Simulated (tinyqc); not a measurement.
Current of a Schottky diode by thermionic-emission-diffusion theory, and its read-back from I-V-T and C-V data: one step, computed by the program tinyqc. Command: `OMP_NUM_THREADS=1 python tinyqc.py 3006278 3006279 out.jsonl schottky walk`. One thread of a shared host (Intel(R) Xeon(R) Processor @ 2.30GHz), about 0.01 s of CPU time with the checks.

Full ionisation, no tunnelling, no recombination current. V is the voltage across the junction itself, forward positive.

Question. Barrier at the given bias. N_c(T) = N_c (T/300 K)^(3/2); V_bi = phi_0 - (k_B T/e) ln(N_c(T)/N); surface field F = sqrt(2 e N (V_bi - V - k_B T/e)/(eps eps_0)); image lowering d_phi = sqrt(e F/(4 pi eps eps_0)); effective barrier phi = phi_0 - d_phi - sigma^2 (1 - rho V)/(2 k_B T).

Inputs (values chosen for the exercise, modelled on n-type GaAs):
```
quantity                                     value          unit
Richardson constant A*                        8.14  A/(cm^2 K^2)
effective density of states at 300 K, N_c  4.9e+17        1/cm^3
permittivity eps                              12.9             -
mobility mu                                   4800    cm^2/(V s)
barrier without image force phi_0 (mean)      0.87            eV
doping N                                   3.9e+16        1/cm^3
junction voltage V                            0.33             V
temperature T                                  200             K
standard deviation sigma                        69           meV
relative change of sigma^2 with bias, rho     0.56           1/V
```

Barrier: Gaussian spread of heights.

Constants: k_B = 8.617333262e-05 eV/K; e = 1.602176634e-19 C; eps_0 = 8.8541878128e-12 F/m.

Give: built-in voltage V_bi; surface field F; image lowering; effective barrier phi.

Answer.

built-in voltage V_bi = 0.83686 V

surface field F = 73.193 kV/cm

image lowering = 28.583 meV

effective barrier phi = 0.72882 eV
